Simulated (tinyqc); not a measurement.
A ladder of methods, and size consistency: correlation methods against full CI in the 6-31g basis, for H2, spin multiplicity 1. Computed by the program tinyqc with PySCF. All electrons correlated; +Q is the Davidson correction (1 - c0^2) E_corr. The last columns treat two copies 100 angstrom apart as one system. FCI is the lowest singlet.

Geometry (angstrom):
```
atom       x       y       z
H     0.0000  0.0000  0.0000
H     0.0000  0.0000  0.9120
```

RHF energy of one = -1.109851 hartree

Correlation energies (hartree):
```
method   E_corr of one  share of FCI (%)  E_corr of two at 100 angstrom  two minus twice one (mhartree)
MP2           -0.01931            65.996                       -0.03862                           0.000
CISD          -0.02926           100.000                       -0.05726                           1.248
CISD+Q        -0.02991           102.236                       -0.05965                           0.172
CCSD          -0.02926           100.000                       -0.05851                           0.000
CCSD(T)       -0.02926           100.000                       -0.05851                           0.000
FCI           -0.02926           100.000                              -                               -
```

What does the comparison show, and why?

MP2 recovers 66 %, CISD 100.0 % and CCSD 100.0 % of the FCI value (c0^2 = 0.978 in CISD). MP2 and coupled cluster are size consistent, so their last column vanishes; CISD loses 1.25 mhartree, since a double excitation on each copy is a quadruple of the pair, and the Davidson correction leaves +0.17. With two electrons, or one virtual orbital, CISD and CCSD are exact for one copy, so +Q overshoots there.
